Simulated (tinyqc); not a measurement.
Thickness series: competing polymorphs of an oxide film: bulk, surface, grain-boundary, dopant and field terms. Computed by tinyqc, a small Python program. Command: `OMP_NUM_THREADS=1 python tinyqc.py 3020841 3020842 out.jsonl polymorph walk`. One thread of a shared host (Intel(R) Xeon(R) Processor @ 2.30GHz), about 0.01 s of CPU time with the checks.

Phases: monoclinic m (reference), polar orthorhombic o, tetragonal t. Free energies per formula unit (f.u.); 1 J/m^2 x angstrom^3/nm = 6.241509 meV.

Inputs (values chosen for the exercise, for a model oxide): energy of the polar phase o over m = 48.5 meV/f.u.; energy of the tetragonal phase t over m = 127 meV/f.u.; entropy of o over m = 0.0077 meV/(f.u. K); entropy of t over m = 0.066 meV/(f.u. K); surface energy of m = 3.6 J/m^2; surface energy of o = 2.93 J/m^2; surface energy of t = 2.85 J/m^2; grain-boundary energy over surface energy = 0.62; volume per formula unit Omega = 32.6 angstrom^3; grain radius R = 12 nm; temperature T = 300 K; dopant content x = 2.2 %; shift of o per % of dopant = -6.5 meV/f.u.; shift of t per % of dopant = -20 meV/f.u.; width sigma of ln R = 0.34; interlayer thickness (SiO2) = 0.66 nm.

Geometry: columnar grains in a film.

permittivities of m, o, t: [18, 25, 41]

Method:
- Bulk term b = H - T S + (shift) x, zero for m. The undoped bulk turns from m to t at T = H_t/S_t.
- With G = b + gamma Omega A (b the bulk free energy per formula unit, A the area per volume), two phases i, j cross at A_ij = (b_j - b_i)/(Omega (gamma_i - gamma_j)); o has a window only if A_mo < A_ot.
- Area per volume: A = 2/h + f_b/R (two free faces; the side wall 2/R is shared by two grains and carries f_b gamma); G = b + gamma Omega A.
- Grain radii are log-normal by volume with median R and width sigma; the share with A above A* is that with radius below R*, R* = f_b/(A* - 2/h) (all grains if A* <= 2/h), share = (1/2) erfc[-ln(R*/R)/(sqrt 2 sigma)]. Effective permittivity of a layer of thickness h built of such grains, taken in parallel: sum of share x eps; EOT = interlayer + 3.9 h/eps.
- The median radius is held at R.

b (meV/f.u.): m 0.00, o 31.89, t 63.20

A_mo = 0.233923 1/nm

A_ot = 1.92347 1/nm

A_mt = 0.414141 1/nm

Against thickness:
```
h (nm)  A at R (1/nm)  share m  share o  share t     eps  EOT (nm)
3             0.71833  0.00000   1.0000        0  25.000    1.1280
4             0.55167  0.00000   1.0000        0  25.000    1.2840
6             0.38500  0.00000   1.0000        0  25.000    1.5960
8             0.30167  0.00000   1.0000        0  25.000    1.9080
11            0.23348  0.50990   0.4901        0  21.431    2.6618
15            0.18500  0.97497   0.0250        0  18.175    3.8787
22            0.14258  0.99863   0.0014        0  18.010    5.4241
35            0.10881  0.99985   0.0001        0  18.001    8.2429
```

From 3 to 35 nm the share of t stays at 0.00 and that of m from 0.00 to 1.00; the largest share of o is 1.00. A at the median radius runs from 0.718 down to 0.109 1/nm, against the crossings A_mo = 0.234, A_ot = 1.923 and A_mt = 0.414; the majority phase is o in the thinnest film and m in the thickest.

Extremes, crossings and ranges named in words are read from the listed rows.
